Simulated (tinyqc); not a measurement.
Jacobi rotations on a symmetric matrix, step by step. One step of it, computed by the program tinyqc.

Question. Jacobi rotation 3. Take the largest off-diagonal element A_pq; tan 2 theta = 2 A_pq / (A_qq - A_pp) with |theta| <= pi/4; A' = J^T A J with J_pp = J_qq = cos, J_pq = sin, J_qp = -sin.

A', lower triangle:
```
           1          2         3
1  -0.016048
2   0.000000   0.675197
3  -0.166341  -0.111783  2.723852
```

Give: p, q, theta; A'.

Answer.

p, q, theta (rad): 1.0000  3.0000  -0.0604

A', lower triangle:
```
         1        2       3
1  -0.0261
2  -0.0067   0.6752
3   0.0000  -0.1116  2.7339
```
